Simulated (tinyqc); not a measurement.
Input admittance of a MOSFET at zero drain bias: distributed channel and distributed gate: one step of the calculation.

Source and drain grounded, strong inversion, w = 2 pi f, Cox = eps0 eox/tox. The channel is an RC line of resistance 1/(mu Cox Vo) per square fed from both ends, so one finger has the intrinsic admittance y = i w Cox L tanh(g)/g per width, g = (1/2) sqrt(i w tau), tau = L^2/(mu Vo). The vertical resistance rv/L is in series with y, the overlaps 2 i w Cov in parallel: y_t = 1/(1/y + rv/L) + 2 i w Cov. The gate strip is a line of Rsh/L per length loaded by y_t, so a finger has Y = y_t Wf tanh(k)/k, k = (Wf/sd) sqrt(y_t Rsh/L); the device has Nf Y.

Problem. Low-frequency resistances and capacitance. Low-frequency limits, with c = Cox L and ct = c + 2 Cov: R_strip = Rsh Wf/(3 sd^2 L Nf), R_ch = (c/ct)^2 L/(12 mu Cox Vo Wf Nf), R_vert = (c/ct)^2 rv/(L Wf Nf), C = ct Wf Nf.

Inputs (values chosen for the exercise); values of the order met in silicon radio-frequency transistors:
```
symbol  value        unit                                                                 meaning
eox       3.9              relative permittivity of the gate insulator (close to silicon dioxide)
tox       2.4          nm                                                     insulator thickness
L        0.58          um                                                          channel length
Wf        5.4          um                                                            finger width
Nf         32                                                                   number of fingers
mu        260  cm^2/(V s)                                                        channel mobility
Vo       0.79           V                                                          gate overdrive
Rsh       4.3  ohm/square                                            sheet resistance of the gate
rv         12    ohm um^2                                  vertical resistivity of the gate stack
sd          1                                       number of ends at which a finger is contacted
Cov      0.16       fF/um                             overlap and fringe capacitance on each side
```

Constants: eps0 = 8.8541878128e-14 F/cm where lengths are in cm. Results are converted to the units shown.

Find: parts; sum; C; 1/(2 pi R C).

Solution.

parts (ohm): strip 0.4170, channel 0.8778, vertical 0.1111
sum = 1.406 ohm
C = 1497 fF
1/(2 pi R C) = 75.60 GHz

The channel term is the largest, 62.4 % of the sum.

tinyqc, about 0.01 s, one thread, Intel Xeon 2.30GHz (shared host): `OMP_NUM_THREADS=1 python tinyqc.py 2262147 2262148 out.jsonl`
